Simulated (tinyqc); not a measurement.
Hot electrons in a saturated n-channel MOSFET, lucky-electron model: two steps of the calculation.

Beyond pinch-off the lateral field grows as Esat cosh(y/l) over the velocity-saturated region (pseudo-two-dimensional model). Impact ionisation in this region gives the substrate current, which biases the body forward through Rsub. Currents are per width. Local-field laws: they overstate ionisation when the field peak is narrower than an energy relaxation length.

Parameters, values chosen for the exercise; values close to those of silicon n-channel devices:
- L = 0.25 um (channel length)
- tox = 6.5 nm (oxide thickness)
- xj = 72 nm (junction depth)
- VT = 0.53 V (threshold)
- mu = 290 cm^2/(V s) (effective mobility)
- vs = 7.1e6 cm/s (saturation velocity)
- Ai = 2e6 1/cm (ionisation prefactor)
- Bi = 1.69 MV/cm (ionisation field)
- Rd = 0 ohm um (resistance of the lightly doped drain)
- Rsub = 14000 ohm um (substrate resistance)
- kb = 0.33 (fall of VT per volt of forward body bias)
- Vd = 2.1 V (drain voltage)
- Vg = 1.2 V (gate voltage)

Constants: eps0 = 8.8541878128e-14 F/cm where lengths are in cm. Results are converted to the units shown.

Question 1. Length and field scales. Cox = 3.9 eps0/tox, l = sqrt(3 tox xj), Esat = 2 vs/mu.

Give: Cox; l; Esat; Esat L.

Answer 1.

Cox = 0.53125 uF/cm^2
l = 37.470 nm
Esat = 0.048966 MV/cm
Esat L = 1.2241 V

Question 2. Body bias from the substrate current. Cox = 3.9 eps0/tox. Overdrive g = Vg - VT + kb Vb; Vdsat = g Esat L/(g + Esat L); Id = Cox vs (g - Vdsat); dV = Vd - Id Rd - Vdsat; Em = sqrt((dV/l)^2 + Esat^2); Isub = Id (Ai/Bi) l Em exp(-Bi/Em). Vb(new) = Rsub Isub.

Vb after iteration 1 = 0.056919390 V
l = 37.469988 nm
Esat = 0.048965517 MV/cm

Wanted: Vdsat; Id; dV; Em; Isub; Vb after iteration 2.

Answer 2.

Vdsat = 0.4408 V
Id = 93.55 uA/um
dV = 1.659 V
Em = 0.4455 MV/cm
Isub = 4.162 uA/um
Vb after iteration 2 = 0.05826 V

Program tinyqc, `OMP_NUM_THREADS=1 python tinyqc.py 2550153 2550154 out.jsonl`; Intel Xeon 2.30GHz, shared host, one thread, about 0.01 s.
